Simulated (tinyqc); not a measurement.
Transfer-length model of a contact: two steps of the calculation.

A metal contact of length d and width W on a thin layer of the same width. The metal has no resistance, the sheet resistance under it equals Rsh, and current enters the layer at the front edge x = 0.

Values chosen for this exercise:
```
symbol   value      unit                       meaning
rc      2.5e-9  ohm cm^2  specific contact resistivity
d       0.0062        um                contact length
W         0.76        um                 contact width
```

Question 1. Transfer length. A = Lt coth(d/Lt) is solved for Lt, starting from Lt = A. Lt(new) = sqrt(Lt A tanh(d/Lt)), the geometric mean of the old value and the plain step.

A = 0.020377427 um
Lt after iteration 1 = 0.011071614 um

Wanted: Lt after iteration 2.

Answer 1.

Lt after iteration 2 = 0.010705 um

Question 2. Contact resistivity. rc = Rsh Lt^2. Short cuts: Rsh A^2 (long contact, Lt = A) and Rc W d (short contact, even current).

Rsh = 2197.5134 ohm/sq
Rc = 58.920617 ohm
A = 0.020377427 um
converged Lt = 0.010668002 um

Wanted: rc; Rsh A^2; Rc W d.

Answer 2.

rc = 2.501e-9 ohm cm^2
Rsh A^2 = 9.125e-9 ohm cm^2
Rc W d = 2.776e-9 ohm cm^2

The extracted rc is 0.036 % above the value 2.5e-9 ohm cm^2 that made the data.

Range of the model: Lt is below 20 nm, near the thickness of a real layer, where current spreads in depth and the line model fails.

Program tinyqc, `OMP_NUM_THREADS=1 python tinyqc.py 2760002 2760003 out.jsonl`; Intel Xeon 2.30GHz, shared host, one thread, about 0.01 s.
